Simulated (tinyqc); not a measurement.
# Worked calculation: biaxially strained (001) channel, valley splitting in an inversion layer

Program tinyqc, `OMP_NUM_THREADS=1 python tinyqc.py 2530130 2530131 out.jsonl`; Intel Xeon 2.30GHz, shared host, one thread, about 0.01 s. Printed values are rounded.

A thin layer grown on a relaxed buffer is stretched in the plane. The two valleys with their long axis along the growth direction (D2) sink against the four in-plane ones (D4); confinement in a triangular well splits them too. Only the lowest subband of each set is kept; one relaxation time, so the weakening of intervalley scattering is left out.

Inputs (values chosen for the exercise); values close to those of silicon on relaxed silicon-germanium: temperature T = 350 K; germanium share of the relaxed buffer x = 0.16; lattice mismatch per unit x b1 = 0.0418; elastic constant c11 = 164 GPa; elastic constant c12 = 62.4 GPa; shear deformation potential Xu = 8.99 eV; longitudinal mass ml = 0.917 m0; transverse mass mt = 0.184 m0; confining field F = 0.31 MV/cm; inversion density Ns = 1e12 cm^-2.

Constants: q = 1.602176634e-19 C, kB = 1.380649e-23 J/K, hbar = 1.054571817e-34 J s, m0 = 9.1093837015e-31 kg, Vt = kB T/q, hbar^2/(2 m0) = 0.0380998212 eV nm^2. Results are converted to the units shown.

## Strain, stress and splitting

e_par = b1 x, e_perp = -2 (c12/c11) e_par, splitting D = Xu (e_par - e_perp), in-plane stress (c11 + c12 - 2 c12^2/c11) e_par.

e_par = 0.6688 %
e_perp = -0.5089405 %
D = 105.8789 meV
stress = 1.196584 GPa

## Subband edges and densities of states

Levels E(m) = 2.33811 (hbar^2 q^2 F^2/(2 m))^(1/3): E2 = E(ml), E4 = E(mt) + D; N2 = 2 mt kB T/(pi hbar^2), N4 = 4 sqrt(mt ml) kB T/(pi hbar^2).

E2 = 0.07991420 eV
E4 = 0.2423815 eV
N2 = 4.636454e12 cm^-2
N4 = 2.070102e13 cm^-2

Of the gap E4 - E2 = 162 meV, confinement gives 56.6 meV.

## Iteration 1: Fermi level by Newton steps

EF at the start = 0.0799 eV

f = N2 ln(1 + exp((EF - E2)/Vt)) + N4 ln(1 + exp((EF - E4)/Vt)) - Ns, f' = [N2/(1 + exp((E2 - EF)/Vt)) + N4/(1 + exp((E4 - EF)/Vt))]/Vt, EF(new) = EF - f/f'.

f = 2.307140e12 cm^-2
f' = 7.997013e13 cm^-2/eV
EF after iteration 1 = 0.05104997 eV

## Iteration 2: Fermi level by Newton steps

As before.

f = 5.432245e11 cm^-2
f' = 4.385937e13 cm^-2/eV
EF after iteration 2 = 0.03866438 eV

## Course of the iteration: Fermi level by Newton steps

Stop when EF changes by less than 1e-10 eV, or after 40 iterations.

Course of the iteration:
```
iteration     EF (eV)  |change| (eV)
1          0.05104997         0.0289
2          0.03866438         0.0124
3          0.03628622        2.38e-3
4          0.03620735        7.89e-5
5          0.03620726        8.41e-8
6          0.03620726       9.55e-14
```

Converged in 6 iterations. At the end the number of correct digits about doubles with each step.

## Share of the light valleys and conductivity mass

EF = 0.03620726 eV

EF solves Ns = N2 ln(1 + exp((EF - E2)/Vt)) + N4 ln(1 + exp((EF - E4)/Vt)); f2 is the share in D2, and 1/mc = f2/mt + (1 - f2)(1/mt + 1/ml)/2.

f2 = 0.9777679
mc = 0.1856496 m0

Without strain f2 would be 0.581 and mc 0.221 m0, so repopulation alone gains 19 % in mobility.
